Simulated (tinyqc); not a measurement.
# Undoped gate-all-around wire MOSFET, analytic charge model, step by step

Program tinyqc, `OMP_NUM_THREADS=1 python tinyqc.py 2460161 2460162 out.jsonl`; Intel Xeon 2.30GHz, shared host, one thread, about 0.02 s. Printed values are rounded.

An undoped round wire of radius R under an insulator shell and a surrounding gate; long channel, electrons only, n = ni exp((psi - V)/Vt) with V the quasi-Fermi potential (0 at the source, Vd at the drain), constant mobility, no quantisation. The radial Poisson equation gives n(r) = n(0)/(1 - (1 - b) r^2/R^2)^2 with b = Q0/(Q + Q0). Q is the electron charge per area of the wire surface.

Parameters, values chosen for the exercise; material values close to those of germanium: temperature T = 300 K; band gap Eg = 0.65 eV; relative permittivity of the semiconductor eps_r = 16; conduction-band density of states at T Nc = 1.04e19 cm^-3; valence-band density of states at T Nv = 5.92e18 cm^-3; relative permittivity of the gate insulator eox = 4; insulator thickness tox = 1.5 nm; wire radius R = 4 nm; gate work function less that of the intrinsic body dphi = -0.03 V; channel mobility mu = 130 cm^2/(V s); gate length L = 0.1 um; gate voltage Vg = 0.21 V; drain voltage Vd = 0.8 V.

Constants: q = 1.602176634e-19 C, kB = 1.380649e-23 J/K, Vt = kB T/q, eps0 = 8.8541878128e-14 F/cm where lengths are in cm. Results are converted to the units shown.

Range of the model: In a wire this thin, quantum confinement raises the threshold; it is left out.

## Constants of the wire

ni = sqrt(Nc Nv) exp(-Eg/(2 Vt)), Eg in volts; Cox = eps0 eox/(R ln(1 + tox/R)); Q0 = 4 eps0 eps_r Vt/R; V0 = dphi + Vt ln[8 eps0 eps_r Vt/(q ni R^2)].

ni = 2.72219e13 cm^-3
Cox = 2.78037 uF/cm^2
Q0 = 366.238 nC/cm^2
V0 = 0.304723 V

## Iteration 1: charge at the source by substitution

Q at the start = 0 nC/cm^2

With V = 0: u = Vg - V0 - Q/Cox, then Q(new) = (Q0/2)[sqrt(1 + 4 exp(u/Vt)) - 1], the root of Vt ln[(Q/Q0)(1 + Q/Q0)] = u.

u = -0.0947233 V
Q after iteration 1 = 9.15705 nC/cm^2

## Iteration 2: charge at the source by substitution

As before.

u = -0.0980168 V
Q after iteration 2 = 8.08481 nC/cm^2

## Course of the iteration: charge at the source by substitution

Stop when Q changes by less than 1e-8 nC/cm^2, or after 30 iterations.

Course of the iteration:
```
iteration  Q (nC/cm^2)  |change| (nC/cm^2)
1              9.15705                9.16
2              8.08481                1.07
3              8.20372               0.119
4              8.19045              0.0133
5              8.19193             1.48e-3
6              8.19176             1.65e-4
7              8.19178             1.84e-5
8              8.19178             2.05e-6
9              8.19178             2.29e-7
10             8.19178             2.55e-8
11             8.19178             2.85e-9
```

Converged in 11 iterations. At the end each change is about 0.11 times the one before, with alternating sign: linear convergence.

## Drain current and line charge

Qs = 8.19178 nC/cm^2
Qd = 3.41250e-13 nC/cm^2

Q solves Vg - V0 - V = Q/Cox + Vt ln(Q/Q0) + Vt ln(1 + Q/Q0). I = mu (2 pi R/L)[2 Vt (Qs - Qd) + (Qs^2 - Qd^2)/(2 Cox) + Vt Q0 ln((Qd + Q0)/(Qs + Q0))], with Qs at V = 0 and Qd at V = Vd. Electrons per length at the source: 2 pi R Qs/q; surface over centre density: (1 + Qs/Q0)^2.

first term = 0.0138384 uA
second term = 3.94282e-4 uA
third term = -0.00684295 uA
I = 0.00738972 uA
electrons per length = 0.0128501 1/nm
surface over centre density = 1.04524

The square-law term makes up 5.34 % of the current. Below threshold the third term cancels half of the first, leaving the diffusion current Vt (Qs - Qd).
